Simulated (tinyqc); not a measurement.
Inside a calculation. Model: dopant redistribution at a moving silicon-oxide interface during parabolic oxidation. Computed by tinyqc, a small Python program that keeps every step. Command: `OMP_NUM_THREADS=1 python tinyqc.py 3008656 3008657 out.jsonl segox walk`. One thread of a shared host (Intel(R) Xeon(R) Processor @ 2.30GHz), about 0.01 s of CPU time with the checks. Intermediate numbers are printed to about 6 digits and carried at full precision; extremes and crossings named in words are read from the listed rows.

Uniformly doped silicon is oxidised with x_ox = sqrt(B t); the interface advances into the silicon by alpha x_ox, alpha = 0.44. The dopant does not move in the oxide, and at the interface C(silicon) = m C(oxide).

Inputs (values chosen for the exercise, modelled on boron in silicon under dry oxygen):
```
quantity,value,unit
dopant prefactor D0,0.941,cm^2/s
dopant activation energy E,3.52,eV
oxidation prefactor B0,744,um^2/h
oxidation activation energy E_B,1.25,eV
segregation coefficient m = C(silicon)/C(oxide),0.18,-
bulk doping C_B,4.7e+15,1/cm^3
temperature T,1025,C
time t,2.5,h
```

Constants: k_B = 8.617333262e-05 eV/K.

## Rates

D = D0 exp(-E/(k_B T)), converted with 1 cm^2/s = 3.6e11 um^2/h; B = B0 exp(-E_B/(k_B T)); s = alpha sqrt(B/(4 D)), the interface advance over 2 sqrt(D t). Temperatures in kelvin are T(C) + 273.15.

D = 0.00731604 um^2/h

B = 0.0104406 um^2/h

s = 0.262814

oxide thickness = 0.161560 um

diffusion length 2 sqrt(D t) = 0.270482 um

Diffusion outruns the interface. Caution: in this case the oxide is not much thicker than a typical Deal-Grove length A, so real growth is slower than parabolic. Caution: parabolic growth needs an oxide much thicker than the Deal-Grove length A, which fails for thin films and low temperatures; oxidation-enhanced or retarded diffusion is ignored.

## Interface concentration

With the dopant diffusivity D and s = alpha x_ox/(2 sqrt(D t)), in the silicon C = C_B + (C_s - C_B) erfc(y/(2 sqrt(D t)))/erfc(s), y from the original surface. Dopant balance at the interface gives C_s/C_B = 1/[1 + (1/(m alpha) - 1) g], g = sqrt(pi) s exp(s^2) erfc(s).

g = 0.354455

ratio C_s/C_B = 0.195275

C_s in the silicon = 9.17792e+14 1/cm^3

concentration in the oxide = 5.09885e+15 1/cm^3

m alpha = 0.079: the oxide takes more dopant than the consumed silicon held, so the silicon is depleted. For a very fast interface the ratio would tend to m alpha.

## Dose moved

Consumed silicon held alpha x_ox C_B; the oxide holds x_ox times the dopant concentration in the oxide; the difference is the excess in the silicon; 1 um = 1e-4 cm.

dopant in the consumed silicon = 3.34106e+10 1/cm^2

dopant in the oxide = 8.23768e+10 1/cm^2

excess in the silicon = -4.89663e+10 1/cm^2

## Profile below the interface

Depths z are counted from the present interface: y/(2 sqrt(D t)) = s + z/(2 sqrt(D t)); take z/(2 sqrt(D t)) = 0, 0.05, 0.1, 0.2, 0.3, 0.5, 0.75, 1, 1.5.

Profile:
```
z/(2 sqrt(D t)),z (um),C/C_B
0.00,0.000000,0.195275
0.05,0.013524,0.254116
0.10,0.027048,0.311146
0.20,0.054096,0.418919
0.30,0.081145,0.517180
0.50,0.135241,0.681928
0.75,0.202861,0.827699
1.00,0.270482,0.916010
1.50,0.405723,0.985646
```

## Temperature and segregation coefficient

The formulas are those given above.

C_s/C_B:
```
T (C),s,this m,m = 0.2,m = 1/alpha,m = 10
850,1.27707,0.094939,0.105287,1,2.72932
900,0.77473,0.111730,0.123659,1,2.12043
950,0.48959,0.137628,0.151850,1,1.71368
1000,0.32075,0.173530,0.190641,1,1.46316
1050,0.21697,0.219446,0.239771,1,1.30960
1100,0.15100,0.274341,0.297810,1,1.21330
1150,0.10780,0.336124,0.362241,1,1.15111
1200,0.07874,0.401939,0.429859,1,1.10975
```

s falls from 1.28 to 0.0787 as T rises, because diffusion has the larger activation energy (3.52 against 1.25 eV); the ratio for this m moves from 0.095 to 0.402, towards 1. At m = 1/alpha the oxide takes exactly what the silicon held, and nothing moves. The ratio does not depend on time, since both lengths grow as sqrt(t).

Checks made by the program: excess against the integral of the profile (relative difference below 1e-10).
